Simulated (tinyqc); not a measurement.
Resistance of a source-drain extension with a graded tip: one step of the calculation.

y runs along the channel, the gate covers y > 0. The doping is N0 for y < y0 and N0 10^(-(y - y0)/la) beyond, uniform over the depth xj. Sheet conductance s(y) = q mu(N) max(N - Nch, 0) xj + (for y > 0) ma Cox Vo, with mu(N) = u0 + (u1 - u0)/(1 + (N/Nr)^au) and Cox = eps0 eox/tox. Current is taken as one-dimensional; depletion of the tip, spreading and the contact are left out. The metallurgical junction lies at yj, where N = Nch.

Problem. Resistance of the overlapped part. Midpoint rule on 9 equal steps from 0 to yj: R_ov = sum h/s(y), per width.

Values chosen for this exercise; mobility law close to that of electrons in silicon: relative permittivity of the gate insulator (close to zirconium oxide) eox = 24.9; insulator thickness tox = 4.2 nm; active doping of the extension far from the gate N0 = 1.5e20 cm^-3; lateral abruptness la = 4.3 nm/decade; position under the gate where the fall begins (gate edge at 0) y0 = 2.8 nm; depth of the extension xj = 22 nm; channel doping Nch = 1.9e18 cm^-3; gate overdrive Vo = 0.43 V; mobility of the gate-induced layer ma = 90 cm^2/(V s); mobility at low doping u1 = 1414 cm^2/(V s); mobility at high doping u0 = 68.5 cm^2/(V s); reference doping Nr = 9.2e16 cm^-3; exponent au = 0.711.

Constants: q = 1.602176634e-19 C, eps0 = 8.8541878128e-14 F/cm where lengths are in cm. Results are converted to the units shown.

Find: y; N; doped conductance; sheet resistance; R_ov.

Solution.

```
point	y (nm)	N (cm^-3)	doped conductance (uS)	sheet resistance (ohm/square)
0	0.6088	1.500e20	3939	241.4
1	1.826	1.500e20	3939	241.4
2	3.044	1.316e20	3481	271.4
3	4.262	6.858e19	1894	476.8
4	5.479	3.573e19	1045	801.3
5	6.697	1.861e19	581.2	1275
6	7.915	9.698e18	318.3	1918
7	9.132	5.052e18	158.0	2769
8	10.35	2.632e18	46.98	3998
```

R_ov = 14.60 ohm um

Program tinyqc, `OMP_NUM_THREADS=1 python tinyqc.py 2282248 2282249 out.jsonl`; Intel Xeon 2.30GHz, shared host, one thread, about 0.03 s.
